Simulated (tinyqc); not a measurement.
Inside a calculation. Method: plane-wave Kohn-Sham cycle with exchange-only LDA in a layered model solid. One step of it, computed by the program tinyqc.

Problem. Iteration 1: levels at that k. Diagonalise the Hermitian matrix.

H (hartree), lower triangle:
```
           -3         -2         -1         +0         +1         +2        +3
-3   7.152705
-2  -0.235000   2.908195
-1  -0.085000  -0.235000   0.450846
+0   0.000000  -0.085000  -0.235000  -0.219339
+1   0.000000   0.000000  -0.085000  -0.235000   0.897637
+2   0.000000   0.000000   0.000000  -0.085000  -0.235000   3.801776
+3   0.000000   0.000000   0.000000   0.000000  -0.085000  -0.235000  8.493077
```

Give: eigenvalues.

Solution.

eigenvalues (hartree): -0.3547  0.5070  0.9301  2.9197  3.8107  7.1665  8.5055
